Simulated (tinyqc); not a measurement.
Dopants and charged point defects at anneal temperature: Fermi-level effect, clustering and pairing: one step, computed by the program tinyqc. Command: `OMP_NUM_THREADS=1 python tinyqc.py 3011094 3011095 out.jsonl pairing walk`. One thread of a shared host (Intel(R) Xeon(R) Processor @ 2.30GHz), about 0.02 s of CPU time with the checks.

Boltzmann statistics and full ionisation of active dopants. Energies are counted from the valence band; the defect (a vacancy or self-interstitial) has five charge states, with all degeneracy factors one.

Problem. The host at the anneal temperature. E_g = E_g0 - alpha T^2/(T + beta). N_c = 2 M_c (2 pi m_e k_B T/h^2)^(3/2) and N_v = 2 (2 pi m_h k_B T/h^2)^(3/2), masses in units of m_0. n_i = sqrt(N_c N_v) exp(-E_g/2 k_B T); E_i = E_g/2 + (k_B T/2) ln(N_v/N_c).

Inputs (values chosen for the exercise, with bands modelled on germanium): gap at 0 K E_g0 = 0.757 eV; Varshni alpha = 0.000492 eV/K; Varshni beta = 227 K; electron mass m_e = 0.212 m_0; valleys M_c = 4; hole mass m_h = 0.331 m_0; anneal temperature T = 830 K.

Dopant: donor. Second part: clustering of the dopant.

Constants: m_0 = 9.1093837015e-31 kg; k_B = 1.380649e-23 J/K; h = 6.62607015e-34 J s; k_B = 8.617333262e-05 eV/K.

Give: E_g; k_B T; n_i; E_i; effective density of states N_b of the majority band.

Solution.

E_g = 0.4363 eV

k_B T = 0.07152 eV

n_i = 1.491e+18 cm^-3

E_i = 0.1925 eV

effective density of states N_b of the majority band = 4.509e+19 cm^-3
